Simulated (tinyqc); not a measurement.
Propagation of a band-gap error through k.p and effective-mass formulas, step by step. Values are carried at full precision from step to step, so a last printed digit may differ when a step is redone from the rounded ones.

Chain, for a gap E (the reference Eg or another value), with Ep and Dso kept: 1/me = 1 + Ep (E + 2 Dso/3)/(E (E + Dso)); g* = 2 - 2 Ep Dso/(3 E (E + Dso)); g1(E) = g1 + (Ep/3)(1/E - 1/Eg), g2(E) = g2 + (Ep/6)(1/E - 1/Eg), light hole 1/(g1 + 2 g2), heavy hole 1/(g1 - 2 g2) along [100]; optical constant ei(E) = 1 + (ei - 1)(EP/(EP + E - Eg))^2, static e0(E) = ei(E) + e0 - ei.

Constants: Ry = 13.60569312 eV; a0 (Bohr radius) = 0.5291772105 angstrom; kB = 8.617333262e-05 eV/K; hbar^2/2m0 = 3.80998211 eV angstrom^2.

Inputs chosen for the exercise (reference values near those of CdTe, gap at low temperature; shifted at random, so the results belong to these values and not to a real crystal):
- Eg = 1.613 eV (gap at Gamma to the s-like level)
- Dso = 0.903 eV (spin-orbit splitting)
- Ep = 19.1 eV (Kane energy)
- g1 = 5.32 (Luttinger gamma1)
- g2 = 1.7 (gamma2)
- e0 = 10.18 (static dielectric constant)
- ei = 7.14 (optical dielectric constant)
- EP = 5.28 eV (mean (Penn) gap)
- Eg2 = 1.936 eV (a wrong gap, of the size a hybrid functional can give)
- mh = 0.43 m0 (density-of-states mass of the holes)
- T = 300 K (temperature)
- k = 0.016 1/angstrom (wave vector)

## Masses, g factor and screening for both gaps

Evaluate the chain at Eg and at Eg2.

Band values at the two gaps:

| quantity | at Eg | at Eg2 | ratio |
|---|---|---|---|
| me | 0.08753 | 0.1018 | 1.163 |
| g* | -0.8332 | -0.09199 | - |
| g1 | 5.320 | 4.661 | 0.876 |
| g2 | 1.700 | 1.371 | 0.806 |
| light hole | 0.1147 | 0.1351 | 1.178 |
| heavy hole | 0.5208 | 0.5208 | 1.000 |
| ei | 7.140 | 6.452 | 0.904 |
| e0 | 10.18 | 9.492 | 0.932 |

The gap is off by a factor of 1.20; the electron mass follows with 1.16 and the light hole with 1.18, while the heavy hole, which does not couple to the conduction level, keeps its value. The optical constant changes less, by -10 %, as it answers to the mean gap, which shifts by the same +0.32 eV on a base of 5.28 eV. g* moves by +0.74; remote bands, left out here, shift it by tenths or, where it is large, by some per cent.

## Binding energies and densities for both gaps

Donor: R = Ry me/e0^2, a_B = a0 e0/me, Mott density (0.26/a_B)^3. Nc, Nv = 2 (m kT/(4 pi c))^(3/2), c = hbar^2/2m0, ni = sqrt(Nc Nv) exp(-E/2kT). Exciton: Ry mu/e0^2 with 1/mu = 1/me + g1(E). 1 angstrom^-3 = 1e24 cm^-3.

Use the values of the table.

Results:

| quantity | at Eg | at Eg2 | ratio |
|---|---|---|---|
| R (meV) | 11.49 | 15.38 | 1.34 |
| a_B (angstrom) | 61.54 | 49.33 | 0.801 |
| Mott density (cm^-3) | 7.540e+16 | 1.464e+17 | 1.94 |
| Nc (cm^-3) | 6.498e+17 | 8.155e+17 | 1.25 |
| ni (cm^-3) | 6.063e+04 | 131.5 | 0.00217 |
| exciton (meV) | 7.841 | 10.43 | 1.33 |

Power laws carry the error on: the donor energy (me/e0^2) by a factor of 1.34, the Mott density (cube of me/e0) by 1.94. ni, with its exponential, changes by a factor of 0.00217, that is 2.7 decades.

## A scissor shift and what it does not mend

A rigid shift D = Eg - Eg2 of the conduction band restores the gap but leaves the curvature, so the mass stays me(Eg2); redoing the sum 1/m = 1 + Ep (E + 2 Dso/3)/(E (E + Dso)) with E = Eg and the same Ep gives another mass. For optics, eps2 at the edge goes as |p|^2/E^2: a rigid shift keeps the dipole elements p/E, while shifting the energies under unchanged p scales eps2 by (Eg2/Eg)^2.

shift D = -0.323 eV
mass under a rigid shift = 0.1018 m0
mass from the sum with the corrected gap = 0.0875 m0
factor on eps2 if p is left unscaled = 1.441

The rigid shift leaves the mass off by a factor of 1.16. The mass from the corrected gap is the reference me(Eg) here, because the exercise keeps Ep fixed; a real correction of the gap depends on k and changes Ep as well.

## Far from the edge the relative error shrinks

Two-level dispersion E(k) = sqrt(E^2/4 + Ep c k^2) - E/2 at k/4, k, 4k for both gaps, c = hbar^2/2m0.

Energies above the edge:

| k (1/angstrom) | at Eg (eV) | at Eg2 (eV) | ratio |
|---|---|---|---|
| 0.00400 | 0.0007 | 0.0006 | 0.833 |
| 0.01600 | 0.0115 | 0.0096 | 0.835 |
| 0.06400 | 0.1674 | 0.1433 | 0.856 |

The ratio tends to Eg/Eg2 = 0.83 at k = 0 and goes from 0.833 to 0.856: at large k both curves approach the same slope sqrt(Ep c), while their distance in eV grows towards |Eg - Eg2|/2.

## Checks

- Chain at E = Eg against the inputs g1, g2, ei, e0: they agree to 1e-10 or better.

Run: tinyqc, `OMP_NUM_THREADS=1 python tinyqc.py 1851063 1851064 out.jsonl`; Intel(R) Xeon(R) Processor @ 2.30GHz, one thread, shared host; about 0.01 s of CPU time with all checks.
